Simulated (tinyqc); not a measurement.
What the s* orbital does: sp3s* tight binding.

sp3s* tight binding, nearest neighbours only: anion (a) at 0, cation (c) at a/4 (1,1,1), orbitals s, px, py, pz, s* on each; k in units of 2 pi/a. With phases e_j = exp(i (pi/2) k.n_j) for n = (1,1,1), (1,-1,-1), (-1,1,-1), (-1,-1,1): g0 = (e1+e2+e3+e4)/4, g1 = (e1+e2-e3-e4)/4, g2 = (e1-e2+e3-e4)/4, g3 = (e1-e2-e3+e4)/4. The diagonal holds the levels Esa, Epa, Exa (s*) and Esc, Epc, Exc. Anion-cation block: <sa|sc> = Vss g0; <sa|xc> = Vsapc g1; <xa|sc> = -Vscpa g1; <xa|xc> = Vxx g0; <xa|yc> = <ya|xc> = Vxy g3, <xa|zc> = <za|xc> = Vxy g2, <ya|zc> = <za|yc> = Vxy g1; <s*a|xc> = Vxapc g1; <xa|s*c> = -Vpaxc g1; y and z take g2 and g3 in place of g1; s-s* and s*-s* vanish.

Parameters, chosen for this exercise (near a published set for Si, fitted to gaps, whose masses and valley positions are rough; shifted at random, so the results belong to these values and not to a real crystal): Esa = -4.219 eV (s level of the anion); Epa = 1.706 eV (p level of the anion); Esc = -4.219 eV (s level of the cation); Epc = 1.706 eV (p level of the cation); Exa = 6.718 eV (s* level of the anion); Exc = 6.718 eV (s* level of the cation); Vss = -8.339 eV (s-s); Vxx = 1.705 eV (px-px); Vxy = 4.558 eV (px-py); Vsapc = 5.728 eV (s anion, p cation); Vscpa = 5.728 eV (s cation, p anion); Vxapc = 5.414 eV (s* anion, p cation); Vpaxc = 5.414 eV (p anion, s* cation).

The s* couplings Vxapc and Vpaxc are scaled by f; f = 0 is the plain sp3 model. Gaps from the top of the valence band at Gamma; the Delta value is the minimum on (x,0,0), 0.5 <= x <= 1.

Gaps (eV):
```
f      Gamma   Delta       L  x of the minimum
0.00  3.4100  4.0672  4.0300             0.500
0.25  3.4100  3.7794  3.8425             0.500
0.50  3.4100  3.1210  3.4209             0.557
0.75  3.4100  2.1647  2.9431             0.697
0.90  3.4100  1.5505  2.6653             0.722
1.00  3.4100  1.1404  2.4824             0.731
1.10  3.4100  0.7332  2.0574             0.735
```

What can be read from this table?

The gap at Gamma stays, since g1 to g3 vanish there. From f = 0 to 1 the s* levels lower the Delta value by 2.927 eV and L by 1.548 eV. For f = 0 and 0.25 the least value lies at x = 0.5, the end of the range: any valley further out lies above that value until s* has lowered it enough. The lowest of the three is Gamma at f = 0 and the Delta line at f = 1.

tinyqc: `OMP_NUM_THREADS=1 python tinyqc.py 1450923 1450924 out.jsonl`; about 0.07 s, one thread, shared Intel(R) Xeon(R) Processor @ 2.30GHz.
